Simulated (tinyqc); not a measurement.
Worked calculation: empirical pseudopotential in a few plane waves. One step of it, computed by the program tinyqc.

Problem. Levels at k. Diagonalise the Hermitian matrix.

H(k) at k (eV), lower triangle (Hermitian):
```
                     +0+0+0               -1-1-1               -1-1+1               -1+1-1
+0+0+0             1.261790
-1-1-1   2.366687-0.990930i            17.639992
-1-1+1  -2.366687-0.990930i   0.000000+1.129273i            15.300249
-1+1-1  -2.366687-0.990930i   0.000000+1.129273i             0.693890             9.283767
-1+1+1  -2.366687+0.990930i            -0.693890   0.000000+1.129273i   0.000000+1.129273i
+1-1-1  -2.366687-0.990930i   0.000000+1.129273i             0.693890             0.693890
+1-1+1  -2.366687+0.990930i            -0.693890   0.000000+1.129273i             0.000000
+1+1-1  -2.366687+0.990930i            -0.693890             0.000000   0.000000+1.129273i
+1+1+1   2.366687+0.990930i             0.000000            -0.693890            -0.693890
-2+0+0   0.000000-1.129273i  -2.366687+0.990930i  -2.366687-0.990930i  -2.366687-0.990930i
+0-2+0   0.000000-1.129273i  -2.366687+0.990930i  -2.366687-0.990930i   0.432931-0.163552i
+0+0-2   0.000000-1.129273i  -2.366687+0.990930i   0.432931-0.163552i  -2.366687-0.990930i
+0+0+2   0.000000+1.129273i  -0.432931-0.163552i   2.366687+0.990930i  -0.432931+0.163552i
+0+2+0   0.000000+1.129273i  -0.432931-0.163552i  -0.432931+0.163552i   2.366687+0.990930i
+2+0+0   0.000000+1.129273i  -0.432931-0.163552i  -0.432931+0.163552i  -0.432931+0.163552i

                     -1+1+1               +1-1-1               +1-1+1               +1+1-1
-1+1+1             6.944023
+1-1-1             0.000000            20.648233
+1-1+1             0.693890   0.000000+1.129273i            18.308490
+1+1-1             0.693890   0.000000+1.129273i             0.693890            12.292008
+1+1+1   0.000000+1.129273i            -0.693890   0.000000+1.129273i   0.000000+1.129273i
-2+0+0   2.366687-0.990930i   0.432931-0.163552i  -0.432931-0.163552i  -0.432931-0.163552i
+0-2+0  -0.432931-0.163552i  -2.366687-0.990930i   2.366687-0.990930i  -0.432931-0.163552i
+0+0-2  -0.432931-0.163552i  -2.366687-0.990930i  -0.432931-0.163552i   2.366687-0.990930i
+0+0+2  -2.366687+0.990930i  -0.432931+0.163552i  -2.366687+0.990930i   0.432931+0.163552i
+0+2+0  -2.366687+0.990930i  -0.432931+0.163552i   0.432931+0.163552i  -2.366687+0.990930i
+2+0+0   0.432931+0.163552i   2.366687+0.990930i  -2.366687+0.990930i  -2.366687+0.990930i

                     +1+1+1     -2+0+0     +0-2+0     +0+0-2
+1+1+1             9.952265
-2+0+0  -0.432931+0.163552i  14.966000
+0-2+0  -0.432931+0.163552i   0.693890  26.330467
+0+0-2  -0.432931+0.163552i   0.693890   0.693890  20.313984
+0+0+2  -2.366687-0.990930i  -0.693890  -0.693890   0.000000
+0+2+0  -2.366687-0.990930i  -0.693890   0.000000  -0.693890
+2+0+0  -2.366687-0.990930i   0.000000  -0.693890  -0.693890

           +0+0+2    +0+2+0     +2+0+0
+0+0+2  15.634498
+0+2+0   0.693890  9.618016
+2+0+0   0.693890  0.693890  20.982482
```

Give: eigenvalues.

Solution.

eigenvalues (eV): -4.0451  4.7042  6.5194  6.6816  11.7434  12.7609  13.7107  14.1776  16.3022  16.9506  20.1656  22.3940  23.0827  24.3795  29.9492
